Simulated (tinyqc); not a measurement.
CMOS latch-up, two-transistor model: two steps of the calculation.

A parasitic pnp (emitter at Vdd, base shunted by Rw) and npn (emitter at ground, base shunted by Rs) feed each other: the npn collector current flows out of the pnp base node, the pnp collector current into the npn base node. Forward-active transistors with constant gains: Icn = Isn exp(Vn/Vt), Icp = Isp (exp(Vp/Vt) - 1). A current Ii is injected into the npn base node.

Inputs (values chosen for the exercise); values close to those of bulk CMOS: temperature T = 325 K; current gain of the npn bn = 22.9; current gain of the pnp bp = 1.6; saturation current of the npn at T Isn = 7.8e-14 A; saturation current of the pnp at T Isp = 3.1e-13 A; substrate resistance shunting the npn Rs = 2000 ohm; well resistance shunting the pnp Rw = 1500 ohm; resistance from the pnp collector to the npn base R2 = 160 ohm; base-emitter voltage in the on state Von = 0.65 V; saturation voltage Vsat = 0.09 V; supply voltage Vdd = 2.5 V; current injected into the substrate Ii = 0.259 mA.

Constants: q = 1.602176634e-19 C, kB = 1.380649e-23 J/K, Vt = kB T/q. Results are converted to the units shown.

Problem 1. Holding current and voltage. On state with both base-emitter voltages at Von: npn base current Ib = (Von/Rs + bp Von/Rw)/(bn bp - 1), holding current Ih = (bn + 1) Ib + Von/Rs, holding voltage Vh = Vsat + Von + R2 (Ib + Von/Rs).

Wanted: bn bp; Ib; Ih; Vh.

Solution 1.

bn bp = 36.640
Ib = 0.028573 mA
Ih = 1.0079 mA
Vh = 0.79657 V

Vh is below Vdd = 2.5 V, so the supply can sustain a latched state.

Problem 2. The off branch. Node equations: Vp/Rw + Icp/bp = Icn and Vn/Rs + Icn/bn = Icp + Ii. Loop gain G = gn gp/[(1/Rw + gp/bp)(1/Rs + gn/bn)], gn = Icn/Vt, gp = (Icp + Isp)/Vt; the off state ends where G = 1, and Ii there is the trigger current. For each Vn: Icn, then Vp from the first equation, then Ii from the second.

Vn, point 0 to 7 (V): 0.417  0.497  0.547  0.577  0.597  0.617  0.632  0.647

Wanted: Icn; Vp; Icp; Ii; G.

Solution 2.

```
point   Icn (mA)     Vp (V)    Icp (mA)   Ii (mA)           G
0      2.2831e-4  3.4246e-4  3.8139e-12   0.20851  2.7384e-10
1      0.0039726  0.0059589  7.3502e-11   0.24867   5.7558e-9
2       0.023683   0.035524  7.9212e-10   0.27453   9.2966e-8
3       0.069126    0.10369   1.2258e-8   0.29152   2.7336e-6
4        0.14118    0.21177   5.9579e-7   0.30466   2.2349e-4
5        0.28835    0.43112   0.0015021   0.31959     0.83050
6        0.49263    0.56587     0.18462   0.15289      19.103
7        0.84165    0.60332     0.70310  -0.34284      25.450
```

Ii peaks at 0.3196 mA, at Vn = 0.6174 V where G = 1; beyond it the loop feeds itself.

Numbers from tinyqc (`OMP_NUM_THREADS=1 python tinyqc.py 2670046 2670047 out.jsonl`; about 0.04 s on one thread of a shared Intel Xeon 2.30GHz).
